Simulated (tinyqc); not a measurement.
Barrier and mass from two temperatures.

Problem. The saturation current of a Schottky diode is J0 = A* T^2 exp(-q phi/(kB T)) with a fixed barrier and A* = 4 pi q me m0 kB^2/h^3 (times 1e-4 for A/(cm^2 K^2)). Find phi, A* and me.

Constants: q = 1.602176634e-19 C, kB = 1.380649e-23 J/K, h = 6.62607015e-34 J s, m0 = 9.1093837015e-31 kg. Results are converted to the units shown.

J0 at 250 and 350 K (A/cm^2): 0.0010357186  0.53283330

Solution. The slope of ln(J0/T^2) against q/(kB T) is -phi and the intercept is ln A*.

phi = 0.4200 eV
A* = 4.855 A/(cm^2 K^2)
me = 0.04040 m0

Numbers from tinyqc (`OMP_NUM_THREADS=1 python tinyqc.py 2640021 2640022 out.jsonl`; about 0.01 s on one thread of a shared Intel Xeon 2.30GHz).
